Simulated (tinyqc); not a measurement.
AlGaN/GaN HEMT with access regions, lumped model: two steps of the calculation.

A polarisation-induced electron sheet under a Schottky gate, in series with two ungated access regions and contacts. Drift law v = mu E/(1 + mu E/vs) under the gate. Currents in mA/mm, resistances in ohm mm. No self-heating, no channel-length modulation; fits for polarisation, barrier and offset are chosen for the exercise.

Parameters, values chosen for the exercise; values close to those of AlGaN/GaN structures:
- x = 0.18 (aluminium share of the barrier)
- d = 20 nm (barrier thickness)
- eps_r = 9.1 (relative permittivity of barrier and channel)
- mu = 1200 cm^2/(V s) (channel mobility)
- vs = 1.6e7 cm/s (saturation velocity)
- Lg = 0.25 um (gate length)
- Ls = 1.5 um (source access length)
- Ld = 8 um (drain access length)
- Rc = 0.18 ohm mm (resistance of each contact)
- ft = 0 (share of the drain-access electrons removed by traps)
- Vg = 1 V (gate voltage)
- Ec = 3.2 MV/cm (critical field)
- te = 0.23 um (depth over which the depleted charge spreads)
- tf = 300 nm (insulator under the field plate)
- ei = 7.5 (relative permittivity of that insulator)

Constants: q = 1.602176634e-19 C, eps0 = 8.8541878128e-14 F/cm where lengths are in cm. Results are converted to the units shown.

Question 1. Polarisation charge, threshold and sheet resistance. sigma = (5e13 x + 1.6e13 x^2) cm^-2, phiB = 0.84 + 1.3 x, dEc = 0.7 (1.71 x + x^2) in volts, Cb = eps0 eps_r/d, VT = phiB - dEc - q sigma/Cb, access density n0 = -Cb VT/q. Rsh = 1/(q mu n0); largest access current q n0 vs.

Wanted: sigma; Cb; VT; n0; Rsh; q n0 vs.

Answer 1.

sigma = 9.518e12 cm^-2
Cb = 0.4029 uF/cm^2
VT = -2.950 V
n0 = 7.417e12 cm^-2
Rsh = 701.3 ohm
q n0 vs = 1901 mA/mm

Question 2. On-resistance and breakdown. Ron = 2 Rc + Ls/(q mu n0) + Ld/(q mu (1 - ft) n0) + Lg/(mu Cb (Vg - VT)). Off state: a depleted stretch that holds the voltage V has the peak field sqrt(k V), k = 2 q n0/(eps0 eps_r te), so one edge holds V1 = Ec^2/k. The sheet under the plate pinches off at Vf = q n0 (1/Cb + tf/(eps0 ei)); beyond it the gate edge is screened. BV = V1 if Vf >= V1, else Vf + V1, and at most Ec Ld. Specific resistance Ron (Ls + Lg + Ld); figure of merit BV^2 over it.

Wanted: Ron; Vf; V1; BV; specific resistance; figure of merit.

Answer 2.

Ron = 7.153 ohm mm
Vf = 56.63 V
V1 = 79.85 V
BV = 136.5 V
specific resistance = 0.6974 mohm cm^2
figure of merit = 26.71 MW/cm^2

The plate raises BV by a factor of 1.71.

Program tinyqc, `OMP_NUM_THREADS=1 python tinyqc.py 2570084 2570085 out.jsonl`; Intel Xeon 2.30GHz, shared host, one thread, about 0.01 s.
